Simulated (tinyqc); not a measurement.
Effective-mass impurity with a central-cell term, in a basis of Slater functions: one step, computed by the program tinyqc.

The envelope obeys H = -nabla^2 - (2/r) [Z + A exp(-kappa r)] in effective units, with kappa = a*/lambda; positive A deepens the well near the core.

Question. Generalised eigenproblem. (T + V + W) c = E S c with c^T S c = 1 and the largest component positive.

Impurity: donor, one isotropic band.

kinetic T (Ry*):
```
           1          2          3          4          5
1     0.1296  0.2545351  0.2485177  0.1720427  0.1044575
2  0.2545351   1.245456   2.446082   2.388255   1.653331
3  0.2485177   2.446082   11.96883   23.50685   22.95113
4  0.1720427   2.388255   23.50685   115.0205   225.9008
5  0.1044575   1.653331   22.95113   225.9008   1105.347
```

Coulomb V (Ry*):
```
            1           2           3           4           5
1       -0.72  -0.9351199  -0.7621611  -0.4939381  -0.2933016
2  -0.9351199      -2.232   -2.898872   -2.362700   -1.531208
3  -0.7621611   -2.898872     -6.9192   -8.986503   -7.324369
4  -0.4939381   -2.362700   -8.986503   -21.44952   -27.85816
5  -0.2933016   -1.531208   -7.324369   -27.85816   -66.49351
```

central cell W (Ry*):
```
             1           2          3          4          5
1  0.009664590  0.04739769  0.1917649  0.5111219  0.7460840
2   0.04739769   0.2337174  0.9587457   2.622780   3.943346
3    0.1917649   0.9587457   4.075996   11.95654   19.54290
4    0.5111219    2.622780   11.95654   40.65978   81.21213
5    0.7460840    3.943346   19.54290   81.21213   227.7576
```

overlap S:
```
          1         2         3         4         5
1  1.000000  0.633550  0.199540  0.044560  0.008727
2  0.633550  1.000000  0.633550  0.199540  0.044560
3  0.199540  0.633550  1.000000  0.633550  0.199540
4  0.044560  0.199540  0.633550  1.000000  0.633550
5  0.008727  0.044560  0.199540  0.633550  1.000000
```

Give: two lowest levels; coefficients of the lowest state; <T>; <W>.

Answer.

two lowest levels (Ry*): -0.8786  -0.1871

coefficients of the lowest state: 0.1913  0.9210  -0.0940  0.0003  -0.0005

<T> = 0.8249 Ry*

<W> = 0.07728 Ry*
